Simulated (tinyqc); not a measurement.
Worked calculation: Luttinger-Kohn k.p, four valence bands. One step of it, computed by the program tinyqc.

Problem. Hole masses. E = c [g1 k^2 -/+ 2 sqrt(g2^2 k^4 + 3 (g3^2 - g2^2)(kx^2 ky^2 + ky^2 kz^2 + kz^2 kx^2))] with c = hbar^2/2m, and m* = hbar^2 k^2 / (2 E).

Luttinger parameters chosen for this model; energies are counted downward from the top of the valence band:
```
parameter      value  unit
g1         19.730000
g2          6.240000
g3          9.270000
```

Give: Masses.

Solution.

Masses (electron masses):
```
direction  heavy  light
[100]      0.138  0.031
[110]      0.399  0.027
[111]      0.840  0.026
```
